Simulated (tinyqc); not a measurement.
From share of the upper mode back to fraction x of A: two-mode optical phonons of a ternary alloy from two coupled oscillators. Computed by tinyqc, a small Python program. Command: `OMP_NUM_THREADS=1 python tinyqc.py 3022546 3022547 out.jsonl twomode inv`. One thread of a shared host (Intel(R) Xeon(R) Processor @ 2.30GHz), about 0.01 s of CPU time with the checks.

An alloy A(x)B(1-x)C has an A-C and a B-C bond oscillator. Each TO frequency moves linearly from the impurity mode (dilute end) to the TO of the pure crystal; each strength is proportional to the number of bonds.

Inputs (values chosen for the exercise, for a model alloy):
```
quantity                  value  unit
omega_TO of pure AC         413  1/cm
omega_LO of pure AC         437  1/cm
omega_TO of pure BC         284  1/cm
omega_LO of pure BC         345  1/cm
eps_inf of AC              6.26     -
eps_inf of BC              4.59     -
impurity mode of A in BC    417  1/cm
impurity mode of B in AC    258  1/cm
electron mass m*           0.18   m_0
```

Constants: e^2/(4 pi eps_0) = 14.39964548 eV angstrom; hbar^2/(2 m_0) = 3.80998212 eV angstrom^2; 1 THz = 33.35640952 1/cm; h x 1 THz = 4.135667696 meV.

Method:
- omega_1 = (impurity mode of A) + x (omega_TO,AC - impurity mode of A); omega_2 = (impurity mode of B) + (1 - x)(omega_TO,BC - impurity mode of B); eps_inf = x eps_AC + (1 - x) eps_BC; strengths W_1 = x eps_AC (omega_LO,AC^2 - omega_TO,AC^2), W_2 = (1 - x) eps_BC (omega_LO,BC^2 - omega_TO,BC^2).
- eps(omega) = eps_inf + W_1/(omega_1^2 - omega^2) + W_2/(omega_2^2 - omega^2) = 0 is the eigenproblem of the matrix [[omega_1^2 + W_1/eps_inf, sqrt(W_1 W_2)/eps_inf], [sqrt(W_1 W_2)/eps_inf, omega_2^2 + W_2/eps_inf]] for omega_LO^2.
- The polar coupling of mode j is c_j = (u_j . sqrt(W))^2/(eps_inf^2 omega_j^2), u_j its eigenvector and omega_j here its LO frequency; the c_j add up to 1/eps_inf - 1/eps_s. Froehlich constant alpha_j = (e^2/(4 pi eps_0)) c_j k_j/(2 E_j), E_j = h c omega_j, k_j = sqrt(m* E_j/(hbar^2/(2 m_0))).

Question. A run gave the result below. Find the fraction x of A, known to lie between 0.25 and 0.47.

share of the upper mode = 0.2559629

Answer.

Each step takes the trial c = (a f_b - b f_a)/(f_b - f_a), f being the result less the target and a, b, c the logarithms of the listed values; c replaces end b, the old b replaces a if the sign of f changed, and otherwise f_a is halved.

Scan of the range:
```
fraction x of A  share of the upper mode
0.250                           0.222201
0.278                           0.239957
0.309                           0.259159
0.343                           0.279892
0.381                           0.302936
0.423                           0.328586
0.470                           0.357956
```

False position (Illinois rule, in the logarithm of the input) inside the bracket:
```
step     end a     end b     trial  share of the upper mode
1     0.278000  0.309000  0.303611                 0.255846
2     0.309000  0.303611  0.303799                 0.255962
3     0.309000  0.303799  0.303801                 0.255964
4     0.303799  0.303801  0.303800                 0.255963
```

Share of the upper mode rises at every point of a 13-point scan of the range (every second point is shown), so one value fits; it is bracketed by 0.278 and 0.309. Answer: fraction x of A = 0.3038.
